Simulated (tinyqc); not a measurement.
Surface potential of a MOS transistor: implicit equation and explicit approximations: two steps of the calculation.

p-type body, charge-sheet picture, depletion and inversion only, full ionisation (an idealisation for deep acceptors), Boltzmann statistics (rough once Na exp(x - xn) passes about Nc/7). In units of Vt: xg = (Vg - Vfb)/Vt, x = psi/Vt, G = gamma/sqrt(Vt), xn = (2 phiF + Vc)/Vt. The implicit equation is (xg - x)^2 = G^2 [x - 1 + exp(x - xn)] for x above about 3. Cox = eps0 eox/tox.

Values chosen for this exercise; band and dielectric values close to those of silicon: temperature T = 400 K; band gap Eg = 1.13 eV; relative permittivity eps_r = 11.9; conduction-band density of states at T Nc = 4.39e19 cm^-3; valence-band density of states at T Nv = 4.14e19 cm^-3; relative permittivity of the gate insulator (close to silicon dioxide) eox = 3.9; insulator thickness tox = 5.6 nm; acceptor density Na = 1.1e18 cm^-3; flat-band voltage Vfb = -0.33 V; channel-body voltage Vc = 1 V; gate-body voltage Vg = 3.37 V.

Constants: q = 1.602176634e-19 C, kB = 1.380649e-23 J/K, Vt = kB T/q, eps0 = 8.8541878128e-14 F/cm where lengths are in cm. Results are converted to the units shown.

Problem 1. Scales. ni = sqrt(Nc Nv) exp(-Eg/(2 Vt)), Eg in volts; phiF = Vt ln(Na/ni); gamma = sqrt(2 q eps0 eps_r Na)/Cox; VT = Vfb + Vt (xn + G sqrt(xn - 1)).

Wanted: phiF; gamma; G; xn; VT; xg.

Solution 1.

phiF = 0.43894 V
gamma = 0.98830 V^0.5
G = 5.3232
xn = 54.479
VT = 2.8897 V
xg = 107.34

Problem 2. New x. D = exp(x - xn), f = (xg - x)^2 - G^2 (x - 1 + D), f' = -2 (xg - x) - G^2 (1 + D), x(new) = x - f/f'.

x at the start = 58.29
G = 5.3231982
xn = 54.479484
xg = 107.34179

Give: D; f; f'; x after iteration 1.

Solution 2.

D = 45.174
f = -497.38
f' = -1406.5
x after iteration 1 = 57.936

Computed by the program tinyqc: `OMP_NUM_THREADS=1 python tinyqc.py 2122122 2122123 out.jsonl`, one thread of a shared Intel Xeon 2.30GHz, about 0.01 s for the whole run.
